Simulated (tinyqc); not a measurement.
k.p theory built from an empirical-pseudopotential calculation at Gamma: sweeps and comparisons. A value that a table varies takes the place of the one given here.

Empirical pseudopotential on the fcc lattice, atoms at +/- tau, tau = a (1,1,1)/8, no spin-orbit coupling. H(G,G') = c (2 pi/a)^2 |k + G|^2 delta + VS(q) cos(q.tau) + i VA(q) sin(q.tau), q = G - G', c = hbar^2/2m0; k and G in units of 2 pi/a; VS at |q|^2 = 3, 8, 11 and VA at 3, 4, 11, in rydberg, zero elsewhere. The basis is fixed: all 59 G with |G|^2 up to Gcut. Energies are counted from the fourth level at Gamma.

k.p in the lowest n states at Gamma: H_nm = (E_n + c k^2) delta + 2 c k.<n|G|m>, k in 1/angstrom; with all states of the basis it is exact.

Empirical pseudopotential on the fcc lattice, atoms at +/- tau, tau = a (1,1,1)/8, no spin-orbit coupling. H(G,G') = c (2 pi/a)^2 |k + G|^2 delta + VS(q) cos(q.tau) + i VA(q) sin(q.tau), q = G - G', c = hbar^2/2m0; k and G in units of 2 pi/a; VS at |q|^2 = 3, 8, 11 and VA at 3, 4, 11, in rydberg, zero elsewhere. The basis holds all G with |G|^2 up to a cut-off. Energies are counted from the fourth level at Gamma.

For a multiplet A of d_A states, W(B) = (4 c/(3 d_A)) sum over n in A, m in B and i = x, y, z of |<n|G_i|m>|^2 (G in 1/angstrom, <n|G_i|m> = sum_G c_n(G)* G_i c_m(G)); the mean inverse mass of A is 1 + sum_B W(B)/(E_A - E_B). Multiplets with W = 0 are left out.

Valence parameters: D(u) = c + 4 c^2 sum_m <n|u.G|m><m|u.G|n'>/(0 - E_m) on the valence triplet, in units of c, has eigenvalues L, M, M along [100] and (L + 2M + 2N)/3, (L + 2M - N)/3 twice along [111]; g1 = -(L + 2M)/3, g2 = -(L - M)/6, g3 = -N/6.

Constants: hbar^2/2m0 = 3.80998211 eV angstrom^2; Ry = 13.60569312 eV.

Inputs chosen for the exercise (near those of Ge; shifted at random, so the results belong to these values and not to a real crystal):
```
symbol  value                   unit        meaning
a       5.652                   angstrom    lattice constant
VS      (-0.225, 0.008, 0.061)  Ry          symmetric form factors
VA      (0, 0, 0)               Ry          antisymmetric form factors
Gcut    12                      (2 pi/a)^2  largest |G|^2 of the fixed basis
VS3     -0.225                  Ry
VS8     0.008                   Ry
VS11    0.061                   Ry
VA3     0                       Ry
VA4     0                       Ry
VA11    0                       Ry
```

## How many bands a k.p model needs: band 5 from Gamma to K

Band 5 (counted from below) at k = f (0.75, 0.75, 0) 2 pi/a; n ends on whole multiplets.

Energies (eV):
```
f      n = 8  n = 15  n = 27  n = 59 (exact)
0.000  1.237   1.237   1.237           1.237
0.125  1.958   1.941   1.940           1.940
0.250  2.626   2.517   2.512           2.511
0.375  3.173   2.824   2.815           2.812
0.500  3.802   2.935   2.924           2.918
0.625  4.571   2.761   2.751           2.737
0.750  5.494   2.380   2.370           2.344
0.875  6.578   1.959   1.949           1.906
1.000  7.825   1.603   1.590           1.527
```

With n = 8 the band stays within 0.05 eV of the exact one up to f = 0.125 (error at K: +6.298 eV). With n = 15 the band stays within 0.05 eV of the exact one up to f = 0.750 (error at K: +0.075 eV). With n = 27 the band stays within 0.05 eV of the exact one up to f = 0.875 (error at K: +0.062 eV). A smaller basis can only raise a level. The exact band has its minimum on these points at f = 0.000; n = 8 puts it at f = 0.000.

## Convergence with the plane-wave basis

E_s is the lowest empty singlet, Ep its W to the valence triplet, m its mass.

Results:
```
cut-off  plane waves  E_s (eV)  Ep (eV)  m (m0)    g1    g2    g3
8                 27     1.042    20.10  0.0494  8.72  2.77  3.77
11                51     1.210    20.07  0.0570  7.73  2.42  3.25
12                59     1.237    20.07  0.0582  7.71  2.33  3.22
16                65     1.237    20.07  0.0582  7.73  2.32  3.22
19                89     1.229    20.08  0.0578  7.76  2.35  3.24
20               113     1.217    20.09  0.0572  7.81  2.37  3.27
24               137     1.217    20.10  0.0572  7.81  2.37  3.27
```

Against the last row, E_s errs most, by -0.175 eV, at cut-off 8, and by 0.000 eV in the last row but one. Ep varies by 0.1 % over the table and m by 15.4 %: the mass, near E_s/Ep, inherits the errors of both. Local form factors fix the converged values only roughly. The gap is a difference of two levels, so it need not converge steadily, and here it does not.

## What each form factor does (empirical-pseudopotential levels)

Lowest empty singlet and triplet at Gamma and the valence width there (fixed basis); lowest empty level at X = (1,0,0) and L = (1/2,1/2,1/2) from the valence top, these levels and that top with all |k + G|^2 up to 21. Singlet and triplet count orbital degeneracy. VS3 is VS at |q|^2 = 3, and so on. The row for a keeps the form factors fixed, so it is no model of a real expansion, which changes them too. Each row changes one parameter from the base and keeps the others.

Results:
```
case                singlet (eV)  triplet (eV)  X (eV)  L (eV)  width (eV)
base                       1.237         3.447   1.037   0.882      12.077
a = 5.709 angstrom         1.249         3.470   1.162   0.960      11.794
VS3 = -0.235 Ry            1.146         3.590   1.283   0.983      12.038
VS8 = -0.002 Ry            0.704         3.505   0.948   0.629      12.184
VS11 = 0.051 Ry            0.672         3.213   0.761   0.500      12.274
VA3 = 0.03 Ry              1.289         3.481   0.762   0.891      12.085
VA4 = 0.03 Ry              1.195         3.546   0.627   0.943      12.079
VA11 = 0.03 Ry             1.090         3.399   0.699   0.806      12.104
```

The largest shifts from the base row, up to three for each result and ties (the steps differ in size, so this ranks the rows, not the parameters). singlet (eV): VS11 -0.565, VS8 -0.533, VA11 -0.147. triplet (eV): VS11 -0.234, VS3 +0.142, VA4 +0.098. X (eV): VA4 -0.410, VA11 -0.338, VS11 -0.276. L (eV): VS11 -0.382, VS8 -0.253, VS3 +0.101. width (eV): a -0.283, VS11 +0.198, VS8 +0.107. In a diamond crystal a small VA enters the levels at Gamma and L only in second order, by symmetry, but splits the degenerate pair at X in first order.

(tinyqc, `OMP_NUM_THREADS=1 python tinyqc.py 1051290 1051291 out.jsonl`, Intel(R) Xeon(R) Processor @ 2.30GHz, 1 thread, shared host, about 0.3 s.)
